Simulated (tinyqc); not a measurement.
Kissinger analysis: growth of a silicide layer between metal and silicon: linear-parabolic kinetics, ramp anneals and Kissinger analysis. Computed by tinyqc, a small Python program. Command: `OMP_NUM_THREADS=1 python tinyqc.py 3023827 3023828 out.jsonl silicide walk`. One thread of a shared host (Intel(R) Xeon(R) Processor @ 2.30GHz), about 0.1 s of CPU time with the checks.

One compound layer of thickness x grows by diffusion through itself and reaction at an interface, dx/dt = 1/(2x/K + 1/v), until the metal is used up at x = a h.

Inputs (values chosen for the exercise, modelled on Ni2Si):
```
quantity                                 value    unit
metal thickness h                           26      nm
silicide formed per metal thickness a     1.47       -
prefactor of the parabolic constant K    1e+14  nm^2/s
activation energy E of K                  1.51      eV
prefactor of the interface velocity v  3.4e+14    nm/s
activation energy E_v                     1.66      eV
```

Constants: k_B = 8.617333262e-05 eV/K.

Method:
- The silicide ends at the thickness a h.
- K = K0 exp(-E/(k_B T)), v = v0 exp(-E_v/(k_B T)).
- Temperatures in kelvin are T(C) + 273.15.
- Ramp from x = 0 at 100 C at the rate beta: dx/dT = (1/beta)/(2x/K + 1/v), integrated adaptively (tolerance 1e-9) until x = a h at T_f.
- Plot ln(beta/T_f^2) against 1/(k_B T_f), T_f in kelvin; minus the least-squares slope estimates the activation energy.

final thickness = 38.22 nm

Ramps:
```
beta (C/s)  T_f (C)  1/(k_B T_f) (1/eV)  ln(beta/T_f^2)
0.03         290.08              20.603         -16.174
0.1          311.04              19.864         -15.043
0.3          331.55              19.191         -14.013
1            355.71              18.453         -12.888
3            379.48              17.781         -11.863
10           407.64              17.046         -10.744
30           435.48              16.376          -9.725
```

Kissinger energy = 1.5254 eV

What follows from these numbers?

A thousandfold faster ramp raises the completion temperature by only 145 C. The fit gives 1.525 eV, against E = 1.51 eV for diffusion and E_v = 1.66 eV for the interface: it lies 10 % of the way from E to E_v, as both steps resist. Caution: nucleation and competing phases are left out; disilicides such as CoSi2 and the low-resistance form of TiSi2 start by nucleation and follow this law at best in part.

Extremes, crossings and ranges named in words are read from the listed rows.
